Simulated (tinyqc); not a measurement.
# Dose and depth of a threshold implant

Problem. A sheet of D acceptors per cm^2 lies at depth xi inside the depleted layer of a body doped Na. In the depletion approximation VT = Vfb + f2 + q D/Cox + gamma sqrt(f2 + Vsb - q D xi/(eps0 eps_r)), gamma = sqrt(2 eps0 eps_r q Na)/Cox, Cox = eps0 eox/tox. Find gamma, D and xi.

Inputs (values chosen for the exercise); band and dielectric values close to those of germanium: relative permittivity eps_r = 15.8; acceptor density deep in the body Na = 2.1e17 cm^-3; relative permittivity of the gate insulator (close to zirconium oxide) eox = 24.9; insulator thickness tox = 5.1 nm; flat-band voltage Vfb = -0.35 V; band bending 2 phiF at threshold f2 = 0.472 V.

Constants: q = 1.602176634e-19 C, eps0 = 8.8541878128e-14 F/cm where lengths are in cm. Results are converted to the units shown.

VT against the source at Vsb = 0 and 1.7 V (V): 0.19854612  0.25663194

Solution. With y^2 = f2 - q D xi/(eps0 eps_r) and d the difference of the thresholds over gamma, sqrt(y^2 + Vsb) - y = d gives y = (Vsb - d^2)/(2 d). The first threshold then gives D, and y^2 gives xi.

gamma = 0.07097 V^0.5
D = 8.600e11 cm^-2
xi = 7.700 nm

tinyqc, about 0.3 s, one thread, Intel Xeon 2.30GHz (shared host): `OMP_NUM_THREADS=1 python tinyqc.py 2080021 2080022 out.jsonl`
